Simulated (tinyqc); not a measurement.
Elastic strain and critical thickness of a cubic alloy layer A(1-x)B(x) on a thick substrate: one step, computed by the program tinyqc.

Strain is positive in tension. The layer is coherent with the substrate unless said otherwise.

Problem. Isotropic constants and the prefactor A. Voigt averages: G = (C11 - C12 + 3 C44)/5, B = (C11 + 2 C12)/3, nu = (3 B - 2 G)/(2 (3 B + G)); b = a/sqrt(2). The 60-degree dislocation has cos alpha = 1/2, and cos lambda = sqrt(3)/6 on (111), for glide on an inclined {111} plane. Matthews-Blakeslee: h_c = A [ln(h_c/b) + 1], A = b (1 - nu cos^2 alpha)/(8 pi |f| (1 + nu) cos lambda), the factor 8 pi being that of an uncapped layer.

Growth plane: (111). Layer: uncapped. Misfit dislocation: 60-degree.

elastic constants (GPa): C11 126.0660, C12 57.4995, C44 63.3574

free lattice constant a = 5.57422 angstrom

misfit f = 0.01413292

Give: shear modulus G; Poisson ratio nu; Burgers vector b; prefactor A.

Solution.

shear modulus G = 51.72774 GPa

Poisson ratio nu = 0.2350

Burgers vector b = 0.3942 nm

prefactor A = 2.930 nm
